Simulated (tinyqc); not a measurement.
Along the channel and with depth: stress in a transistor channel from embedded alloy regions, liners and fins, by half-space elasticity. Computed by tinyqc, a small Python program. Command: `OMP_NUM_THREADS=1 python tinyqc.py 3030408 3030409 out.jsonl stressor walk`. One thread of a shared host (Intel(R) Xeon(R) Processor @ 2.30GHz), about 0.01 s of CPU time with the checks.

Plane strain in an isotropic half-space, the same constants everywhere; x along the channel from its centre, y downwards from the free surface; stress is positive in tension.

Inputs (values chosen for the exercise, modelled on silicon):
```
quantity                         value  unit
alloy fraction x                  0.59     -
lattice change per unit x, beta  0.041     -
Young's modulus E                  165   GPa
Poisson ratio nu                  0.23     -
channel length L                    38    nm
length of each stressor S           25    nm
recess depth d                      25    nm
depth of the field point y           5    nm
```

Stressor: Si(1-x)Ge(x) source and drain.

Method. Misfit e = beta x. A fully constrained inclusion holds the stress -p with p = E e/(1 - 2 nu); a blanket film would hold -E e/(1 - nu) in the plane. A line element dA of misfit at (a, c) in the half-space gives, with C = E e/(2 pi (1 - nu)), X = x - a, r1^2 = X^2 + (y - c)^2, r2^2 = X^2 + Y^2, Y = y + c: s_xx = -C dA {[X^2 - (y - c)^2]/r1^4 + 3 [X^2 - Y^2]/r2^4 + 4 y Y (Y^2 - 3 X^2)/r2^6}, s_yy = C dA {[X^2 - (y - c)^2]/r1^4 - [X^2 - Y^2]/r2^4 + 4 y Y (Y^2 - 3 X^2)/r2^6}. These are integrated over two rectangles, L/2 < |a| < L/2 + S, 0 < c < d (closed form in a, 200 Gauss-Legendre points in c).

misfit e = 0.02419

Stress (MPa):
```
2x/L  s_xx at y  s_yy at y  s_xx at d/2  s_xx at 1.5 d
0.0     -1727.8     -12.18      -709.55         317.10
0.2     -1699.5      -1.48      -705.01         322.69
0.4     -1596.4      41.87      -706.49         343.21
0.6     -1362.6     179.42      -764.83         388.52
0.8      -982.2     717.86      -958.81         467.91
```

What does the comparison show, and why?

Near the surface s_xx changes by -43 % from the centre to 2x/L = 0.8. At the centre, s_xx at half the recess depth is 0.41 of its value at y, and below the recess -0.18. An element acts with the sign of X^2 - (y - c)^2, so its direct term reverses where the offset in depth exceeds the lateral distance, and the image terms that amplify the stress near the surface fade with depth. Caution: at such misfit the regions may relax by dislocations, and linear elasticity is rough.
